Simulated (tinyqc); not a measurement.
Leakage through a gate insulator: direct, Fowler-Nordheim, trap-assisted and Poole-Frenkel currents. Which input was changed? Computed by tinyqc, a small Python program. Command: `OMP_NUM_THREADS=1 python tinyqc.py 3019237 3019238 out.jsonl oxideleak which`. One thread of a shared host (Intel(R) Xeon(R) Processor @ 2.30GHz), about 0.06 s of CPU time with the checks.

Electrons enter from the cathode Fermi level at x = 0; the conduction band of the insulator lies phi_b - e F x above it, F = V/t. WKB exponents use a parabolic band with mass m.

Inputs (values chosen for the exercise, with an insulator like SiO2):
```
quantity                        value   unit
thickness t                       2.6     nm
barrier phi_b                    3.25     eV
tunnelling mass m                0.42    m_0
static constant eps_ox           3.79      -
optical constant eps_opt         2.08      -
voltage across the insulator V   0.71      V
trap depth phi_t                  2.7     eV
trap density N_t                1e+18  cm^-3
attempt rate nu_0               7e+12    1/s
activation of capture E_a        0.13     eV
temperature T                     400      K
```

Constants: hbar^2/(2 m_0) = 3.80998212 eV angstrom^2; e = 1.602176634e-19 C; hbar = 1.054571817e-34 J s; k_B = 8.617333262e-05 eV/K; eps_0 = 8.8541878128e-12 F/m.

Method:
- For a level a distance phi(x) below the band, the WKB exponent is 2 int kappa dx with kappa = sqrt(m phi/(hbar^2/2m_0)); for a linear barrier from phi_1 down to phi_2 = max(phi_1 - e F d, 0) it is G = (4/3) sqrt(m/(hbar^2/2m_0)) (phi_1^(3/2) - phi_2^(3/2))/(e F).
- J_tun = e^3 F^2/(16 pi^2 hbar m phi_b) x exp(-G) / [1 - sqrt(phi_2/phi_b)]^2 with the free-electron mass in the cathode (m in m_0), phi_2 = max(phi_b - e V, 0): direct tunnelling for e V < phi_b, Fowler-Nordheim above. Image forces, back-flow and the limit on supply are left out, so J_tun is overstated below about 0.5 V.
- Equivalent oxide thickness = 3.9 t/eps_ox.
- A trap at depth x lies phi_t below the band. Capture: tunnel at the cathode Fermi level from 0 to x (G_in from phi_1 = phi_b), rate nu_0 exp(-G_in - E_c/k_B T) with E_c = E_a + max(phi_b - phi_t - e F x, 0), the last term being the height of the trap above the cathode Fermi level. Emission: tunnel from the trap level to the anode (G_out from phi_1 = phi_t over t - x), rate nu_0 exp(-G_out - E_a/k_B T). Re-emission to the cathode follows from detailed balance, rate_back = rate_in exp(dE/k_B T) with dE = phi_b - phi_t - e F x. Each trap passes R = rate_in rate_out/(rate_in + rate_back + rate_out) electrons per second; filling from the anode is left out.
- J_TAT = e N_t int_0^t R dx by the midpoint rule on 400 intervals; the most effective depth is the midpoint with the largest R, rounded to 0.01 nm.
- Poole-Frenkel emission over the lowered barrier of a charged trap: lowering sqrt(e F/(pi eps_opt eps_0)); J_PF = e N_t^(2/3) nu_0 exp(-(phi_t - lowering)/k_B T), one sheet of traps emitting with supply unlimited (an upper bound).
- J = J_tun + J_TAT (the Poole-Frenkel bound is not added); the ratio J/J_tun is the excess that stress-made traps add.

Task: One of these inputs alone was changed, within the range given: barrier phi_b (1.625 to 6.5); voltage across the insulator V (0.355 to 1.42); trap density N_t (5e+17 to 2e+18); temperature T (200 to 550). Which one, and to what value?

Results:
```
run     Poole-Frenkel bound J_PF (A/cm^2)  trap-assisted current J_TAT (A/cm^2)  total current J (A/cm^2)
before                       9.721041e-18                          9.092328e-07              1.123467e-04
after                        2.875091e-15                          2.208844e-06              1.136463e-04
```

Result:

Each candidate set to reproduce Poole-Frenkel bound J_PF, and what it then gives:
```
candidate                           range searched  value needed  trap-assisted current J_TAT (A/cm^2)  total current J (A/cm^2)
barrier phi_b (eV)                    1.625 to 6.5     no effect                                     -                         -
voltage across the insulator V (V)   0.355 to 1.42         1.066                            1.0165e-04                3.6934e-04
trap density N_t (cm^-3)            5e+17 to 2e+18  out of reach                                     -                         -
temperature T (K)                       200 to 550         448.0                            2.2088e-06                1.1365e-04
```

Only temperature T fits every result: it went from 400 to 448 K. The next best candidate, voltage across the insulator V, misses one result by a factor of 46.

Caution: the film is too thin for the Poole-Frenkel picture (the lowering is a large part of the whole drop, or the traps are further apart than the film is thick), so J_PF is only nominal.
